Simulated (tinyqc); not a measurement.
## Trap density from the barrier height

Problem. In a partly depleted grain with all boundary traps filled, 2 N W = Qt and VB = q N W^2/(2 eps0 eps_r). Find Qt, W and the doping at which VB would equal Vt.

Parameters, values chosen for the exercise:

| symbol | value | unit | meaning |
|---|---|---|---|
| T | 250 | K | temperature |
| eps_r | 11.7 |  | relative permittivity |

Constants: q = 1.602176634e-19 C, kB = 1.380649e-23 J/K, Vt = kB T/q, eps0 = 8.8541878128e-14 F/cm where lengths are in cm. Results are converted to the units shown.

doping = 3e18 cm^-3
barrier height = 0.046977737 V

Solution. Eliminating W gives VB = q Qt^2/(8 eps0 eps_r N), which falls as 1/N.

Qt = 2.70e12 cm^-2
W = 4.50 nm
doping for VB = Vt = 6.54e18 cm^-3

Computed by the program tinyqc: `OMP_NUM_THREADS=1 python tinyqc.py 2830107 2830108 out.jsonl`, one thread of a shared Intel Xeon 2.30GHz, about 0.01 s for the whole run.
